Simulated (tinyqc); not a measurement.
## Biaxially strained (001) channel, valley splitting in an inversion layer: effect of the confining field

A thin layer grown on a relaxed buffer is stretched in the plane. The two valleys with their long axis along the growth direction (D2) sink against the four in-plane ones (D4); confinement in a triangular well splits them too. Only the lowest subband of each set is kept; one relaxation time, so the weakening of intervalley scattering is left out.

e_par = b1 x, e_perp = -2 (c12/c11) e_par, splitting D = Xu (e_par - e_perp), in-plane stress (c11 + c12 - 2 c12^2/c11) e_par. Levels E(m) = 2.33811 (hbar^2 q^2 F^2/(2 m))^(1/3): E2 = E(ml), E4 = E(mt) + D; N2 = 2 mt kB T/(pi hbar^2), N4 = 4 sqrt(mt ml) kB T/(pi hbar^2). EF solves Ns = N2 ln(1 + exp((EF - E2)/Vt)) + N4 ln(1 + exp((EF - E4)/Vt)); f2 is the share in D2, and 1/mc = f2/mt + (1 - f2)(1/mt + 1/ml)/2. The gain is mc(x = 0)/mc.

Values chosen for this exercise; values close to those of silicon on relaxed silicon-germanium:

| symbol | value | unit | meaning |
|---|---|---|---|
| T | 300 | K | temperature |
| x | 0.15 |  | germanium share of the relaxed buffer |
| b1 | 0.0418 |  | lattice mismatch per unit x |
| c11 | 165 | GPa | elastic constant |
| c12 | 62.4 | GPa | elastic constant |
| Xu | 8.95 | eV | shear deformation potential |
| ml | 0.932 | m0 | longitudinal mass |
| mt | 0.188 | m0 | transverse mass |
| Ns | 5.2e11 | cm^-2 | inversion density |

Constants: q = 1.602176634e-19 C, kB = 1.380649e-23 J/K, hbar = 1.054571817e-34 J s, m0 = 9.1093837015e-31 kg, Vt = kB T/q, hbar^2/(2 m0) = 0.0380998212 eV nm^2. Results are converted to the units shown.

The same in every row: D (meV) = 98.56.

Results:

| F (MV/cm) | f2 without strain | f2 | mc (m0) | gain |
|---|---|---|---|---|
| 0.1 | 0.3800 | 0.9636 | 0.1908 | 1.310 |
| 0.3 | 0.6436 | 0.9876 | 0.1889 | 1.160 |
| 0.5 | 0.8082 | 0.9947 | 0.1884 | 1.081 |
| 0.7 | 0.8985 | 0.9975 | 0.1882 | 1.041 |
| 1.1 | 0.9703 | 0.9993 | 0.1881 | 1.012 |
| 1.3 | 0.9834 | 0.9996 | 0.1880 | 1.007 |
| 1.5 | 0.9905 | 0.9998 | 0.1880 | 1.004 |

Estimate the missing row, F = 0.9 MV/cm.

Computed row:

| F (MV/cm) | f2 without strain | f2 | mc (m0) | gain |
|---|---|---|---|---|
| 0.9 | 0.9457 | 0.9987 | 0.1881 | 1.022 |

With this row back in the table: As F goes from 0.1 to 1.5 MV/cm, f2 rises from 0.964 to 1.00 (without strain: it rises from 0.380 to 0.990) and the gain falls from 1.31 to 1.00. Strong confinement already empties D4, so strain has less to move.

tinyqc, about 0.01 s, one thread, Intel Xeon 2.30GHz (shared host): `OMP_NUM_THREADS=1 python tinyqc.py 2530152 2530153 out.jsonl`
